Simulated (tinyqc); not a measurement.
Born-Mayer model of an ionic crystal AB: one step, computed by the program tinyqc.

Energies are per ion pair and r is the nearest distance of unlike ions.

Task: Terms of the lattice energy. Madelung constant M, unlike neighbours z1, like neighbours z2 at f r, volume per pair: rock salt 1.747565, 6, 12, sqrt2, 2 r^3; caesium chloride 1.762675, 8, 6, 2/sqrt3, 8 r^3/(3 sqrt3); zinc blende 1.638055, 4, 12, sqrt(8/3), 16 r^3/(3 sqrt3). U(r) = -M z^2 e^2/(4 pi eps_0 r) + z1 lambda exp(-r/rho).

Inputs (values chosen for the exercise, for a model salt): ionic charge z = 2; unlike repulsion lambda = 2130 eV; range rho = 0.307 angstrom.

Structure: zinc blende. Short range: nearest neighbours only.

equilibrium distance r0 = 2.240256 angstrom

Constants: e^2/(4 pi eps_0) = 14.39964548 eV angstrom.

Give: terms; lattice energy U.

Result:

terms (eV): Coulomb -42.12, unlike repulsion 5.77

lattice energy U = -36.34 eV per pair

The short-range terms together cancel 13.7 % of the Coulomb energy, which is rho/r0 = 0.1370: U = -(M z^2 e^2/(4 pi eps_0 r0))(1 - rho/r0).
